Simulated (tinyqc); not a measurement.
# Inputs raised by 5 %, one at a time

Model: rigid-ion and shell models of the dielectric response of an ionic crystal. Computed by tinyqc, a small Python program. Command: `OMP_NUM_THREADS=1 python tinyqc.py 3031434 3031435 out.jsonl shell sens`. One thread of a shared host (Intel(R) Xeon(R) Processor @ 2.30GHz), about 0.01 s of CPU time with the checks.

Charges +Z and -Z; 4 nearest neighbours, Madelung constant M = 1.638055, volume per ion pair Omega = 3.079201 d^3. Energy per pair U = -M Z^2 e2/d + 4 A exp(-d/rho), e2 = e^2/(4 pi eps_0). In the shell model the anion is a core of charge Y - Z and a massless shell of charge -Y, joined by the spring k; the repulsion acts on the shell. Each ion feels the Lorentz field E + (4 pi/3) P (Gaussian units).

Inputs (values chosen for the exercise, for a model crystal): nearest-neighbour distance d = 1.98 angstrom; ionic charge Z = 1 e; hardness d/rho = 9.11; cation mass = 93.8 u; anion mass = 32.06 u; shell charge size Y = 3.46 e; core-shell spring k = 142 eV/angstrom^2; cation polarisability alpha_+ = 0.042 angstrom^3; film thickness t = 6.3 nm.

Structure: zinc blende.

Constants: e^2/(4 pi eps_0) = 14.39964548 eV angstrom; 1 eV/angstrom^3 = 160.2176634 GPa; nu for 1 eV/(angstrom^2 u) = 15.6333042 THz; 1 THz = 33.35640952 1/cm; eps_0 = 8.8541878128e-12 F/m; h x 1 THz = 4.135667696 meV.

Method:
- Zero pressure fixes 4 A exp(-d/rho) = M Z^2 e2 rho/d^2. Then U = -(M Z^2 e2/d)(1 - rho/d), B = M Z^2 e2 (d/rho - 2)/(9 Omega d), and the spring of one sublattice against the other is R = (1/3) x (Laplacian of the repulsion summed over neighbours) = M Z^2 e2 (d/rho - 2)/(3 d^3), so R = 3 B Omega/d^2.
- Eliminating the shell gives the anion polarisability alpha_- = Y^2 e2/(k + R), the Szigeti charge Z_S = Z - Y R/(k + R) and the softened spring R' = k R/(k + R). With b = 4 pi (alpha_+ + alpha_-)/(3 Omega): eps_inf = (1 + 2b)/(1 - b) (Clausius-Mossotti); Born charge Z* = Z_S (eps_inf + 2)/3.
- mu lambda_TO = R' - (4 pi e2/(3 Omega)) Z_S^2/(1 - b); mu lambda_LO = mu lambda_TO + 4 pi e2 Z*^2/(eps_inf Omega); eps_s = eps_inf lambda_LO/lambda_TO.
- lambda in eV/(angstrom^2 u) gives the wavenumber 15.6333042 x 33.35640952 x sqrt(lambda); mu is the reduced mass.
- Capacitance per area eps_0 eps_s/t; equivalent oxide thickness EOT = t x 3.9/eps_s; the surface optical mode against silicon (eps = 11.7) lies at omega_TO sqrt[(eps_s + 11.7)/(eps_inf + 11.7)], and its squared coupling to channel electrons scales as g = hbar omega_SO [1/(11.7 + eps_inf) - 1/(11.7 + eps_s)], with hbar omega = h c x wavenumber.

Runs:
```
input moved                              from      to  eps_s  eps_inf  bulk modulus B (GPa)  remote-phonon coupling g (meV)
base run                                    -       -  3.611    1.797                 63.08                          0.2663
nearest-neighbour distance d (angstrom)  1.98   2.079  3.451    1.669                 51.90                          0.2481
ionic charge Z (e)                          1    1.05  3.566    1.792                 69.55                          0.2743
hardness d/rho                           9.11  9.5655  3.398    1.794                 67.13                          0.2490
cation mass (u)                          93.8   98.49  3.611    1.797                 63.08                          0.2647
shell charge size Y (e)                  3.46   3.633  3.780    1.899                 63.08                          0.2711
core-shell spring k (eV/angstrom^2)       142   149.1  3.558    1.753                 63.08                          0.2667
film thickness t (nm)                     6.3   6.615  3.611    1.797                 63.08                          0.2663
```

Exponents ln(y'/y) / ln(x'/x):
```
input                          eps_s  eps_inf  bulk modulus B  remote-phonon coupling g
nearest-neighbour distance d  -0.926   -1.506          -4.000                    -1.455
ionic charge Z                -0.257   -0.055           2.000                     0.600
hardness d/rho                -1.246   -0.034           1.273                    -1.378
cation mass                    0.000    0.000           0.000                    -0.125
shell charge size Y            0.939    1.136           0.000                     0.365
core-shell spring k           -0.304   -0.505           0.000                     0.030
film thickness t               0.000    0.000           0.000                     0.000
```

Which inputs matter most for each result?

Among the inputs moved here: eps_s answers most in size to hardness d/rho (exponent -1.246), next to shell charge size Y (+0.939); its exponent is below 0.0005 for cation mass, film thickness t. Its exponent 0.000 in cation mass: static response does not involve the masses. eps_inf answers most in size to nearest-neighbour distance d (exponent -1.506), next to shell charge size Y (+1.136); its exponent is below 0.0005 for cation mass, film thickness t. Bulk modulus B answers most in size to nearest-neighbour distance d (exponent -4.000), next to ionic charge Z (+2.000); its exponent is below 0.0005 for cation mass, shell charge size Y, core-shell spring k, film thickness t. Its exponent -4.000 in nearest-neighbour distance d: B is an energy ~ 1/d over a volume ~ d^3. Its exponent +2.000 in ionic charge Z: both the Coulomb energy and the repulsion that balances it scale as Z^2. Remote-phonon coupling g answers most in size to nearest-neighbour distance d (exponent -1.455), next to hardness d/rho (-1.378); its exponent is below 0.0005 for film thickness t.
